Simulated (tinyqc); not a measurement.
## Charge-trap memory cell: threshold shift against programming time

Channel, tunnel oxide, storage layer, blocking layer, gate. N electrons per area sit in a sheet at the centroid and shift the threshold by U = (q/eps0) N (tb/eb + xc tn/en). EOT = t1 + 3.9 (tn/en + tb/eb); tunnel field F = (Vg - U)/EOT; dN/dt = eta (J/q)(1 - N/Nm). Fowler-Nordheim: J = A F^2 exp(-B/F), A = q^2/(16 pi^2 hbar mo phi) (times 1e14 for A/cm^2 with F in V/nm, emitter mass m0), B = (4/3) sqrt(mo/C) phi^1.5, C = hbar^2/(2 m0).

The rate equation is integrated from N = 0 to the digits shown; blocking field (3.9 F + q N/eps0)/eb.

Parameters, values chosen for the exercise; oxide values close to those of silicon dioxide, storage layer close to silicon nitride, blocking layer close to silicon dioxide:
- phi = 3.15 eV (tunnel barrier)
- mo = 0.4 m0 (tunnelling mass)
- t1 = 3.8 nm (tunnel oxide (permittivity 3.9))
- tn = 5.5 nm (storage layer)
- en = 7.1 (its relative permittivity)
- tb = 7.8 nm (blocking layer)
- eb = 3.9 (its relative permittivity)
- xc = 0.4 (charge centroid, share of tn counted from the blocking side)
- eta = 0.86 (capture efficiency of an empty layer)
- Nm = 2.1e13 cm^-2 (trap density)
- Vg = 18.3 V (gate voltage less flat band and surface potential)

Constants: q = 1.602176634e-19 C, hbar = 1.054571817e-34 J s, m0 = 9.1093837015e-31 kg, eps0 = 8.8541878128e-14 F/cm where lengths are in cm, hbar^2/(2 m0) = 0.0380998212 eV nm^2. Results are converted to the units shown.

Threshold shift against programming time:
```
t (s),N/Nm,U (V),F (V/nm),blocking field (V/nm)
1.4e-7,0.02473,0.2171,1.237,1.261
6e-7,0.07634,0.6701,1.206,1.280
2.6e-6,0.1669,1.465,1.151,1.314
1.1e-5,0.2696,2.366,1.090,1.352
4.9e-5,0.3712,3.258,1.029,1.390
0.00021,0.4610,4.046,0.9749,1.424
0.00092,0.5429,4.765,0.9257,1.455
0.004,0.6162,5.408,0.8817,1.482
0.017,0.6813,5.980,0.8426,1.506
0.076,0.7422,6.514,0.8061,1.529
```

U rises from 0.217 to 6.51 V, by 0.822 V a decade at the end. In the last row the falling field has cut J by a factor of 1.03e5, and filling has cut the capture by 3.88. In 1 of the rows F t1 has dropped below phi, where direct tunnelling would add to the Fowler-Nordheim current. The blocking field reaches 15.3 MV/cm, where electrons may escape to the gate, which the model leaves out.

Range of the model: The Fowler-Nordheim form needs F t1 above phi; trap-assisted paths and leakage through the blocking layer are left out.

Computed by the program tinyqc: `OMP_NUM_THREADS=1 python tinyqc.py 2130149 2130150 out.jsonl`, one thread of a shared Intel Xeon 2.30GHz, about 0.08 s for the whole run.
